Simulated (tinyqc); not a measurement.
Plane-wave Kohn-Sham cycle with exchange-only LDA in a layered model solid, step by step. One step of it, computed by the program tinyqc.

Problem. Iteration 1: levels at that k. Diagonalise the Hermitian matrix.

H (hartree), lower triangle:
```
           -2         -1         +0         +1        +2
-2   0.026896
-1  -0.330000  -0.161140
+0   0.000000  -0.330000  -0.198747
+1   0.000000   0.000000  -0.330000  -0.085926
+2   0.000000   0.000000   0.000000  -0.330000  0.177324
```

Give: eigenvalues.

Solution.

eigenvalues (hartree): -0.7004  -0.3608  -0.0059  0.3269  0.4986
